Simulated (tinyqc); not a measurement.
Band offset of a heterojunction with an interface dipole (two-band chains, self-consistent charge): sweeps and comparisons. A value that a table varies takes the place of the one given here.

Sites alternate A, C. Left: A at -G1/2, C at +G1/2, hopping -t1; right: A at D - G2/2, C at D + G2/2, hopping -t2; the bonds across the two interfaces of a ring (C left to A right, C right to A left) have -sqrt(t1 t2). D is the offset of the mid-gaps, so Ev(right) - Ev(left) = D - (G2 - G1)/2 and Ec(right) - Ec(left) = D + (G2 - G1)/2. The closing bond has its sign reversed (antiperiodic ring). Half the levels are filled with two electrons each. The charge moved is q = (electrons on the left) less one a site; the mean over the two interfaces, q/2, is taken as the charge that crosses each, and its dipole opposes the offset: D = D0 - u q/2.

From here on the ring has 24 cells a side.

Values chosen for the exercise (gaps near those of SiC and SiO2; the chains and D0 are free models, so the offsets are not those of the real pair; the results hold for these values, not for the real material):
- G1 = 3.31 eV (gap on the left)
- G2 = 9.45 eV (gap on the right)
- t1 = 2.19 eV (hopping on the left)
- t2 = 2.54 eV (hopping on the right)
- u = 3.2 eV (potential step per electron moved across)
- D0 = -0.74 eV (mid-gap of the right side above that of the left, without dipole)

## Where the moved charge sits

D = -0.67742 eV

Electrons in cell k from an interface at the self-consistent D, less those at D = 0. Interface 1 joins C left to A right, interface 2 C right to A left. The decay lengths 1/(2 kappa a) are those of mid-gap states, cosh(kappa a) = 1 + G^2/(8 t^2).

Change of the electron count:
```
k  left of 1  right of 1  left of 2  right of 2
1   -0.01499     0.01704   -0.01848     0.02094
2   -0.00207     0.00048   -0.00253     0.00062
3   -0.00038     0.00002   -0.00046     0.00002
4   -0.00007     0.00000   -0.00009     0.00000
5   -0.00002     0.00000   -0.00002     0.00000
6    0.00000     0.00000    0.00000     0.00000
```

decay lengths (cells): left 0.677, right 0.301

Over six cells interface 1 moves -0.0175 electrons to the left side and +0.0175 to the right, interface 2 -0.0216 and +0.0216: each change is a dipole, and the two differ because the bonds join different sites. The first cells hold 91 % of it at interface 1. The tail is longer on the left, where the gap is smaller against the hopping: from k = 2 to 4 it falls by a factor 28, and pure mid-gap decay would give 19.2; the exponential carries a prefactor that falls as a power of the distance, so the first cells drop faster.

## Screening of the starting offset

chi = 0.057200 1/eV

D0 is varied; the self-consistent D is found by bisection. chi = dq/dD at D = 0; the linear rule is D = S D0 with S = 1/(1 + u chi/2). The gap of the junction closes (type III) at |D| = (G1 + G2)/2.

Against D0:
```
2 D0/(G1 + G2)  D0 (eV)  q at D0   D (eV)    D/D0  linear (eV)
-0.85            -5.423  -0.5544  -4.7419  0.8744      -4.9683
-0.55            -3.509  -0.2577  -3.1555  0.8992      -3.2148
-0.30            -1.914  -0.1179  -1.7442  0.9113      -1.7535
-0.15            -0.957  -0.0558  -0.8756  0.9150      -0.8768
0.10              0.638   0.0368   0.5842  0.9156       0.5845
0.25              1.595   0.0961   1.4559  0.9128       1.4613
0.50              3.190   0.2244   2.8783  0.9023       2.9225
0.80              5.104   0.4903   4.4880  0.8793       4.6760
0.95              6.061   0.7079   5.2356  0.8638       5.5528
```

D/D0 lies between 0.864 and 0.916, against S = 0.916 from chi at D = 0; the linear rule misses by at most 317 meV. q is odd in D. Less than half of the starting offset is screened, so the natural line-up still counts most.

## Wider gaps screen less

G2 is varied. chi = (q(+0.01) - q(-0.01))/0.02 at D = 0, S = 1/(1 + u chi/2).

Against G2:
```
G2 (eV)  chi (1/eV)       S
0.7         0.27036  0.6980
1.1         0.24148  0.7213
1.5         0.21868  0.7408
2.3         0.18364  0.7729
3.4         0.14868  0.8078
5.5         0.10392  0.8574
7.0         0.08208  0.8839
9.0         0.06100  0.9111
```

chi falls from 0.2704 to 0.0610 1/eV, a factor 4.4, and S rises from 0.698 to 0.911: charge crosses through the tails of states that tunnel into the other gap, and these shorten as the gap widens. u is kept fixed, though a wider gap also screens less and would raise it.

## What each parameter does

Self-consistent D by bisection, q there, and the two offsets. Each row changes one parameter from the base and keeps the others.

Results:
```
case             D (eV)        q  valence offset (eV)  conduction offset (eV)
base            -0.6774  -0.0391              -3.7474                  2.3926
G1 = 3.806 eV   -0.6806  -0.0371              -3.5026                  2.1414
G2 = 10.867 eV  -0.6879  -0.0326              -4.4664                  3.0906
t1 = 2.518 eV   -0.6750  -0.0406              -3.7450                  2.3950
t2 = 2.921 eV   -0.6745  -0.0410              -3.7445                  2.3955
D0 = -0.851 eV  -0.7788  -0.0451              -3.8488                  2.2912
u = 3.68 eV     -0.6690  -0.0386              -3.7390                  2.4010
```

The largest shifts from the base row, up to three for each result and ties (the steps differ in size, so this ranks the rows, not the parameters). D (eV): D0 -0.1014, G2 -0.0104, u +0.0085. q: G2 +0.0065, D0 -0.0060, G1 +0.0020. valence offset (eV): G2 -0.7189, G1 +0.2448, D0 -0.1014. conduction offset (eV): G2 +0.6981, G1 -0.2512, D0 -0.1014.

tinyqc: `OMP_NUM_THREADS=1 python tinyqc.py 1452894 1452895 out.jsonl`; about 0.3 s, one thread, shared Intel(R) Xeon(R) Processor @ 2.30GHz.
